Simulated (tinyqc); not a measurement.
Stress in a transistor channel from embedded alloy regions, liners and fins, by half-space elasticity: one step, computed by the program tinyqc.

Plane strain in an isotropic half-space, the same constants everywhere; x along the channel from its centre, y downwards from the free surface; stress is positive in tension.

Problem. Closed form at the surface. At x = y = 0 the integral is s_xx = -(4/pi) [E e/(1 - nu)] [arctan(2 d/L) - arctan(d/(L/2 + S))].

Inputs (values chosen for the exercise, modelled on silicon):

| quantity | value | unit |
|---|---|---|
| Young's modulus E | 163 | GPa |
| Poisson ratio nu | 0.23 | - |
| channel length L | 30 | nm |
| length of each stressor S | 170 | nm |
| recess depth d | 40 | nm |

Stressor: Si(1-x)Ge(x) source and drain.

misfit e = 0.017892

Give: s_xx at the surface.

Solution.

s_xx at the surface = -4818.0 MPa

For fixed L and S it is largest at d = sqrt((L/2)(L/2 + S)) = 52.7 nm; d is short of that.
